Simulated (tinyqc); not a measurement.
Sheet resistance and Hall data of a diffused or implanted layer. Which input was changed? Computed by tinyqc, a small Python program. Command: `OMP_NUM_THREADS=1 python tinyqc.py 3015011 3015012 out.jsonl layer which`. One thread of a shared host (Intel(R) Xeon(R) Processor @ 2.30GHz), about 0.3 s of CPU time with the checks.

Carriers are taken equal to the net active doping down to the junction (full ionisation, which deep dopants in wide-gap hosts do not reach; no spill-over, no depletion), and the Hall factor is 1.

Inputs (values chosen for the exercise, modelled on aluminium in 4H-SiC):
```
quantity                                 value        unit
mu_min                                    15.9  cm^2/(V s)
mu_max                                     121  cm^2/(V s)
N_ref                                  1.8e+19      1/cm^3
exponent alpha                            0.35           -
peak concentration N_0                 3.8e+20      1/cm^3
length scale l                              14          nm
background doping N_B (opposite type)  1.8e+14      1/cm^3
solubility limit N_s                   1.1e+20      1/cm^3
```

Profile: Gaussian at the surface. Activation: limited by solubility.

Constants: e = 1.602176634e-19 C.

Method:
- N(x) = N_0 exp(-x^2/l^2), dose N_0 l sqrt(pi)/2, junction x_j = l sqrt(ln(N_0/N_B)).
- Mobility mu = mu_min + (mu_max - mu_min)/(1 + (N_t/N_ref)^alpha), N_t = active doping + N_B; carriers n = active doping - N_B, active doping min(N, N_s).
- Integrals from x_0 (0 unless stated) to x_j by the midpoint rule on 400 even intervals: 1/R_s = e int n mu dx; sheet density n_s = int n dx; Hall sheet density (int n mu dx)^2/int n mu^2 dx; Hall mobility int n mu^2 dx/int n mu dx.
- Mean conductivity 1/(R_s x_j); mean mobility 1/(e n_s R_s).

Task: One of these inputs alone was changed, within the range given: peak concentration N_0 (1.9e+20 to 7.6e+20); background doping N_B (opposite type) (9e+13 to 3.6e+14); N_ref (9e+18 to 3.6e+19); solubility limit N_s (5.5e+19 to 2.2e+20). Which one, and to what value?

Results:
```
run     junction depth x_j (nm)  Hall sheet density (1/cm^2)  Hall mobility (cm^2/(V s))
before                 53.42559                 2.240169e+14                    54.54428
after                  53.96422                 2.240190e+14                    54.54426
```

Result:

Each candidate set to reproduce junction depth x_j, and what it then gives:
```
candidate                                           range searched  value needed  Hall sheet density (1/cm^2)  Hall mobility (cm^2/(V s))
peak concentration N_0 (1/cm^3)                 1.9e+20 to 7.6e+20      5.104e20                   2.3951e+14                      54.308
background doping N_B (opposite type) (1/cm^3)    9e+13 to 3.6e+14      1.340e14                   2.2402e+14                      54.544
N_ref (1/cm^3)                                    9e+18 to 3.6e+19     no effect                            -                           -
solubility limit N_s (1/cm^3)                   5.5e+19 to 2.2e+20     no effect                            -                           -
```

Only background doping N_B (opposite type) fits every result: it went from 1.8e+14 to 1.34e14 1/cm^3. The next best candidate, peak concentration N_0, misses one result by 6.9 %.
